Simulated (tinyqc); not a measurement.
Worked calculation: three-band tight binding of a dichalcogenide monolayer. Values are carried at full precision from step to step, so a last printed digit may differ when a step is redone from the rounded ones.

Basis dz2, dxy, dx2-y2 on a triangular lattice, nearest neighbours; alpha = kx a/2, beta = sqrt3 ky a/2. h0 = e1 + 2 t0 (cos 2alpha + 2 cos alpha cos beta); h1 = -2 sqrt3 t2 sin alpha sin beta + 2i t1 (sin 2alpha + sin alpha cos beta); h2 = 2 t2 (cos 2alpha - cos alpha cos beta) + 2i sqrt3 t1 cos alpha sin beta; h11 = e2 + 2 t11 cos 2alpha + (t11 + 3 t22) cos alpha cos beta; h22 = e2 + 2 t22 cos 2alpha + (3 t11 + t22) cos alpha cos beta; h12 = sqrt3 (t22 - t11) sin alpha sin beta + 4i t12 sin alpha (cos alpha - cos beta) + i lam sz. H = [[h0, h1, h2], [., h11, h12], [., ., h22]], Hermitian; the lowest band of each spin is filled. K = (4 pi/3a, 0), M = (pi/a, pi/(sqrt3 a)).

Inputs chosen for the exercise (near a published set for monolayer MoSe2; shifted at random, so the results belong to these values and not to a real crystal): a = 3.331 angstrom (lattice constant); e1 = 0.925 eV (level of dz2); e2 = 2.087 eV (level of dxy and dx2-y2); t0 = -0.189 eV (hopping); t1 = 0.322 eV (hopping); t2 = 0.466 eV (hopping); t11 = 0.208 eV (hopping); t12 = 0.292 eV (hopping); t22 = 0.132 eV (hopping); lam = 0.091 eV (spin-orbit constant); sz = -1 (spin); k = (0.74, 0.51) 1/angstrom (wave vector).

## H at one k

Form alpha, beta and the matrix.

alpha, beta (rad): 1.23247  1.47121

H (eV), lower triangle (Hermitian):
```
                    z2               xy   x2-y2
z2              1.1948
xy     -1.5152-0.4637i           1.7826
x2-y2  -0.7574-0.3684i  -0.1236-0.1652i  1.9061
```

## Levels and weights

Diagonalise H.

levels (eV): -0.3742  1.9955  3.2622

weights:
```
       band 1  band 2  band 3
z2      0.566   0.008   0.426
xy      0.333   0.212   0.455
x2-y2   0.101   0.780   0.119
```

## Closed forms at K and Gamma

Three-band model of dz2 (level e1) and dxy, dx2-y2 (level e2), spin sz = +/-1; t1 and t2 drop out at these points. At K: e2 - (3/2)(t11 + t22) - 3 sqrt3 t12 + lam sz (valence), e1 - 3 t0 (conduction), e2 - (3/2)(t11 + t22) + 3 sqrt3 t12 - lam sz. At Gamma: e1 + 6 t0 (valence) and e2 + 3 (t11 + t22) -/+ lam.

Levels (eV):
```
point          band 1  band 2  band 3
K, spin up     0.1507  1.4920  3.0033
K, spin down  -0.0313  1.4920  3.1853
Gamma         -0.2090  3.0160  3.1980
```

smallest direct gap at K = 1.3413 eV
Ev(K) - Ev(Gamma) = 0.3597 eV

Of the two points, the valence band is higher at K, by 360 meV. The dz2 conduction state at K has no atomic orbital angular momentum (Lz = 0) and is not split at this order.

## Bands for both spins

The two lowest bands at the points named.

Levels (eV):
```
k           v, up   c, up  v, down  c, down
G         -0.2090  3.0160  -0.2090   3.0160
G-K 0.25  -0.2111  2.8552  -0.2225   2.8953
G-K 0.5   -0.2683  2.6787  -0.3286   2.7163
G-K 0.6   -0.2770  2.5631  -0.3599   2.5006
G-K 0.75  -0.1733  2.0863  -0.2920   2.0364
G-K 0.9    0.0637  1.6185  -0.0999   1.6028
K          0.1507  1.4920  -0.0313   1.4920
K-M 0.5   -0.1920  1.8537  -0.2996   1.8280
M         -0.4224  1.8975  -0.4224   1.8975
M-G 0.5   -0.2624  2.4942  -0.2624   2.4942
```

The spins are degenerate from M to Gamma, since a vertical mirror plane holds this line and flips sz, and the valence splitting is largest at K (182 meV). The lowest conduction level listed is at K. With nearest neighbours alone the model is made for the neighbourhood of K.

## Checks

- Closed forms at K against the matrix: they agree to 1e-10 or better.

Computed by tinyqc, a small Python program: `OMP_NUM_THREADS=1 python tinyqc.py 1480315 1480316 out.jsonl` (the numbers bound the seed that draws the inputs); one thread of a shared host (Intel(R) Xeon(R) Processor @ 2.30GHz), about 0.01 s for the whole set of steps.
